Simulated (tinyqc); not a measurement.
Inside a calculation. Model: CMOS latch-up, two-transistor model.

Numbers from tinyqc (`OMP_NUM_THREADS=1 python tinyqc.py 2670071 2670072 out.jsonl`; about 0.04 s on one thread of a shared Intel Xeon 2.30GHz). Printed values are rounded.

A parasitic pnp (emitter at Vdd, base shunted by Rw) and npn (emitter at ground, base shunted by Rs) feed each other: the npn collector current flows out of the pnp base node, the pnp collector current into the npn base node. Forward-active transistors with constant gains: Icn = Isn exp(Vn/Vt), Icp = Isp (exp(Vp/Vt) - 1). A current Ii is injected into the npn base node.

Values chosen for this exercise; values close to those of bulk CMOS: temperature T = 300 K; current gain of the npn bn = 18; current gain of the pnp bp = 5.2; saturation current of the npn at T Isn = 4.5e-15 A; saturation current of the pnp at T Isp = 7.7e-15 A; substrate resistance shunting the npn Rs = 700 ohm; well resistance shunting the pnp Rw = 1200 ohm; resistance from the pnp collector to the npn base R2 = 230 ohm; base-emitter voltage in the on state Von = 0.67 V; saturation voltage Vsat = 0.13 V; supply voltage Vdd = 1.2 V; current injected into the substrate Ii = 0.821 mA.

Constants: q = 1.602176634e-19 C, kB = 1.380649e-23 J/K, Vt = kB T/q. Results are converted to the units shown.

## Holding current and voltage

On state with both base-emitter voltages at Von: npn base current Ib = (Von/Rs + bp Von/Rw)/(bn bp - 1), holding current Ih = (bn + 1) Ib + Von/Rs, holding voltage Vh = Vsat + Von + R2 (Ib + Von/Rs).

bn bp = 93.6
Ib = 0.0416898 mA
Ih = 1.74925 mA
Vh = 1.02973 V

Vh is below Vdd = 1.2 V, so the supply can sustain a latched state.

## The off branch

```
point,Vn (V)
0,0.453
1,0.533
2,0.583
3,0.613
4,0.633
5,0.653
6,0.668
7,0.683
```

Node equations: Vp/Rw + Icp/bp = Icn and Vn/Rs + Icn/bn = Icp + Ii. Loop gain G = gn gp/[(1/Rw + gp/bp)(1/Rs + gn/bn)], gn = Icn/Vt, gp = (Icp + Isp)/Vt; the off state ends where G = 1, and Ii there is the trigger current. For each Vn: Icn, then Vp from the first equation, then Ii from the second.

```
point,Icn (mA),Vp (V),Icp (mA),Ii (mA),G
0,1.8335e-4,2.2002e-4,6.5812e-14,0.64715,1.7891e-12
1,0.0040478,0.0048574,1.5916e-12,0.76165,4.6985e-11
2,0.028002,0.033602,2.0547e-11,0.83441,9.5396e-10
3,0.089363,0.10724,4.7980e-10,0.88068,4.8267e-8
4,0.19371,0.23245,6.1857e-8,0.91505,1.1663e-5
5,0.41988,0.50335,0.0022002,0.95398,0.69793
6,0.75010,0.66232,1.0304,-0.034491,44.757
7,1.3400,0.69704,3.9475,-2.8974,60.837
```

Ii peaks at 0.9542 mA, at Vn = 0.6535 V where G = 1; beyond it the loop feeds itself.

## Iteration 1: response to the injected current, once round the loop per iteration

Vn at the start = 0.5 V

Icn = Isn exp(Vn/Vt); Vp solves Vp/Rw + Icp/bp = Icn; Vn(new) solves Vn/Rs + (Isn/bn) exp(Vn/Vt) = Icp + Ii.

Icn = 0.00112939 mA
Vp = 0.00135526 V
Icp = 4.14433e-13 mA
Vn after iteration 1 = 0.573933 V

## Course of the iteration: response to the injected current, once round the loop per iteration

Stop when Vn changes by less than 1e-9 V, or after 150 iterations. Vn must stay below 1.1 V.

Course of the iteration:
```
iteration,Vn (V),|change| (V)
1,0.573933,0.0739
2,0.573933,7.56e-12
```

Converged in 2 iterations. The change falls from 0.074 in the first iteration to below the tolerance in the last. An off state exists, since Ii is below the trigger current, the largest Ii that the node equations allow, 0.9542 mA.
